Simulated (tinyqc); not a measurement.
Plane-wave Kohn-Sham cycle with exchange-only LDA in a layered model solid, step by step. One step of it, computed by the program tinyqc.

Question. Iteration 2: Hamiltonian at one k. H(m,m') = (k + G_m)^2/2 delta + V(G_m - G_m'), with V(-G) = V(G).

A solid whose potential varies along x alone (atomic units):
```
parameter,value
period a,16.900000
cross-section of the cell,8.000000
electrons per cell,4
grid points,16
"plane waves -n..n, n",2
k points,4
V1 in V1 cos(2 pi x/a),-0.240000
V2 in V2 cos(4 pi x/a),-0.220000
```

V(G_m), m = 0, 1, 2, ... (hartree): -0.264606  1.458432  -0.036427  -0.014180  -0.008725

k = 0.125000 2 pi / a

Give: H.

Answer.

H (hartree):
```
,-2,-1,+0,+1,+2
-2,-0.0216,1.4584,-0.0364,-0.0142,-0.0087
-1,1.4584,-0.2117,1.4584,-0.0364,-0.0142
+0,-0.0364,1.4584,-0.2635,1.4584,-0.0364
+1,-0.0142,-0.0364,1.4584,-0.1771,1.4584
+2,-0.0087,-0.0142,-0.0364,1.4584,0.0475
```
